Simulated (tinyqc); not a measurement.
# Surface Green function of a zigzag honeycomb ribbon two chains wide, Sancho-Rubio decimation: effect of the broadening

A semi-infinite lead of cells 0, 1, 2, ... with H0 inside a cell and H1 = <cell i|H|cell i + 1>. Cell of four sites joined 1-2-3-4 by -t; site 2 joins site 1 of the next cell and site 3 joins site 4 of the next cell. z = E + i eta.

Start with e_s = e = H0, a = H1, b = H1^dagger. Each round: g = (z - e)^(-1); e_s <- e_s + a g b; e <- e + a g b + b g a; a <- a g a; b <- b g b (all with the old a, b). Round k joins cells 2^k apart. Stop when the largest entry of the matrices a and b is below 1e-12 eV; g_s = (z - e_s)^(-1), bulk (z - e)^(-1), density of states -Im Tr/pi. The last column counts the steps of the plain recursion g <- (z - H0 - H1 g H1^dagger)^(-1), one cell a step from g = (z - H0)^(-1), until no entry changes by more than 1e-8 1/eV.

Inputs (values chosen for the exercise):
- E = -1.51 eV (energy)

H0 (eV):

|  | 1 | 2 | 3 | 4 |
|---|---|---|---|---|
| 1 | 0 | -1 | 0 | 0 |
| 2 | -1 | 0 | -1 | 0 |
| 3 | 0 | -1 | 0 | -1 |
| 4 | 0 | 0 | -1 | 0 |

H1 (eV):

|  | 1 | 2 | 3 | 4 |
|---|---|---|---|---|
| 1 | 0 | 0 | 0 | 0 |
| 2 | -1 | 0 | 0 | 0 |
| 3 | 0 | 0 | 0 | -1 |
| 4 | 0 | 0 | 0 | 0 |

Effect of the broadening:

| eta (eV) | rounds | surface density of states (1/eV) | plain steps |
|---|---|---|---|
| 0.3 | 7 | 0.70142 | 25 |
| 0.1 | 8 | 0.77121 | 74 |
| 0.04 | 10 | 0.80341 | 186 |
| 0.02 | 11 | 0.82311 | 371 |
| 0.01 | 12 | 0.83674 | 743 |
| 0.004 | 13 | 0.84646 | 1859 |

Read the table: what changes, and by how much?

The rounds go from 7 to 13 and the plain steps from 25 to 1859. Inside a band the plain recursion needs a number of steps that grows as 1/eta, the decimation only as log2(1/eta). The density of states tends to 0.8536 1/eV as eta goes to zero; the first row is 18 % below that and the last 0.84 % below it.

Program tinyqc, `OMP_NUM_THREADS=1 python tinyqc.py 2680117 2680118 out.jsonl`; Intel Xeon 2.30GHz, shared host, one thread, about 0.08 s.
